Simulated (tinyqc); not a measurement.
Inside a calculation. Method: CISD on RHF in the sto-6g basis, for H2, spin multiplicity 1. Computed by tinyqc, a small Python program that keeps every step (integrals from PySCF). Settings: charge = 0, multiplicity = 1, basis = sto-6g, method = RHF, energy threshold = 1e-10, iteration cap = 62, orthogonalisation = symmetric, start = core, DIIS depth = 6, ci = CISD, davidson = 1. Command: `OMP_NUM_THREADS=1 python tinyqc.py 28782 28783 out.jsonl` (the two numbers bound the seeds that draw the settings). One thread of a shared host (Intel(R) Xeon(R) Processor @ 2.60GHz), about 0.06 s of CPU time with the checks. The early iterations of the SCF are left out here.

## One-electron integrals

Geometry (angstrom):
```
atom       x       y       z
H     0.0000  0.0000  0.0000
H     0.0000  0.0000  0.8100
```

Basis sto-6g: exponents (1/bohr^2) and contraction coefficients of normalised primitives:
```
element  l (shell)  exponent  coefficient
H            s (1)   35.5232       0.0092
H            s (1)    6.5131       0.0494
H            s (1)    1.8221       0.1685
H            s (1)    0.6260       0.3706
H            s (1)    0.2431       0.4165
H            s (1)    0.1001       0.1303
```

Overlap, kinetic and nuclear-attraction integrals over the contracted functions; the nuclear repulsion is the sum of Za Zb / Rab.

nuclear repulsion = 0.653305 hartree

overlap S:
```
        1H 1s   2H 1s
1H 1s  1.0000  0.6143
2H 1s  0.6143  1.0000
```

kinetic energy T (hartree):
```
        1H 1s   2H 1s
1H 1s  0.7685  0.1955
2H 1s  0.1955  0.7685
```

nuclear attraction V (hartree):
```
         1H 1s    2H 1s
1H 1s  -1.8503  -1.0770
2H 1s  -1.0770  -1.8503
```

core Hamiltonian H = T + V (hartree):
```
         1H 1s    2H 1s
1H 1s  -1.0818  -0.8815
2H 1s  -0.8815  -1.0818
```

## Two-electron integrals

Functions are numbered as in S; the eight-fold symmetry (ij|kl) = (ji|kl) = (kl|ij) leaves the list below.

Two-electron integrals (ij|kl) in chemists' order, unique and non-zero (hartree):
```
(11|11) 0.7750   (21|11) 0.4053   (21|21) 0.2533   (22|11) 0.5440
(22|21) 0.4053   (22|22) 0.7750
```

## Orthogonalisation

S = U s U^T; symmetric (Loewdin) form X = U s^(-1/2) U^T, so that X^T S X = 1.

eigenvalues of S: 0.3857  1.6143

X:
```
         1H 1s    2H 1s
1H 1s   1.1986  -0.4115
2H 1s  -0.4115   1.1986
```

## Iteration 2 (converged): orbitals

converged F (hartree):
```
         1H 1s    2H 1s
1H 1s  -0.3322  -0.5635
2H 1s  -0.5635  -0.3322
```

Diagonalise F' = X^T F X, C = X C', fill 1 alpha and 1 beta electrons from the bottom; D = 2 C_occ C_occ^T. Each column has its largest component positive (the first on a tie).

F' = X^T F X (hartree):
```
         1        2
1   0.0225  -0.5773
2  -0.5773   0.0225
```

orbital energies (hartree): MO1 -0.5549, MO2 0.5998

coefficients C:
```
          MO1      MO2
1H 1s  0.5565   1.1385
2H 1s  0.5565  -1.1385
```

D after iteration 2:
```
        1H 1s   2H 1s
1H 1s  0.6195  0.6195
2H 1s  0.6195  0.6195
```

## Convergence

Stop when the energy changes by less than 1e-10 hartree and every element of the error matrix X^T (F D S - S D F) X is below 3e-06.

Course of the cycle:
```
iteration  E (hartree)     change  largest element of the error matrix
1            -1.117760          -                             4.77e-16
2            -1.117760  -6.66e-16                             2.81e-16
```

PySCF RHF in the same basis = -1.117760 hartree

Converged in 2 iterations.

## Integrals over molecular orbitals

(pq|rs) = sum C_ip C_jq C_kr C_ls (ij|kl), one index at a time.

one-electron integrals over orbitals h = C^T H C (hartree):
```
         1        2
1  -1.2162   0.0000
2   0.0000  -0.5194
```

Two-electron integrals over orbitals (pq|rs), unique and non-zero (hartree):
```
(11|11) 0.6614   (21|21) 0.1855   (22|11) 0.6524   (22|22) 0.6863
```

## CISD: determinants and Hamiltonian

Hartree-Fock energy = -1.117760 hartree

Slater-Condon rules over spin orbitals, with the nuclear repulsion added and E(HF) subtracted on the diagonal.

Occupation strings over the orbitals (2 doubly, a alpha, b beta, 0 empty; spin orbitals ordered 1a 1b 2a 2b ...): 20 ab ba 02

H - E(HF) between determinants (hartree):
```
        20       ab       ba      02
20  0.0000   0.0000   0.0000  0.1855
ab  0.0000   0.6878  -0.1855  0.0000
ba  0.0000  -0.1855   0.6878  0.0000
02  0.1855   0.0000   0.0000  1.4185
```

## CISD: roots

Diagonalise (each vector has its largest component positive (the first on a tie)); all determinants have Ms = 0, so triplets appear too. The lowest singlet root is the correlation energy.

lowest roots of this matrix, relative to E(HF) (hartree): -0.0239  0.5023  0.8733  1.4424

lowest vectors:
```
     root 1  root 2   root 3  root 4
20   0.9918  0.0000   0.0000  0.1276
ab   0.0000  0.7071   0.7071  0.0000
ba   0.0000  0.7071  -0.7071  0.0000
02  -0.1276  0.0000   0.0000  0.9918
```

<S^2> of these roots: 0.0000  2.0000  0.0000  0.0000

weight of the ground state by excitation level 0, 1, 2, ...: 0.9837  0.0000  0.0163

With one virtual orbital singles and doubles already span the full space.
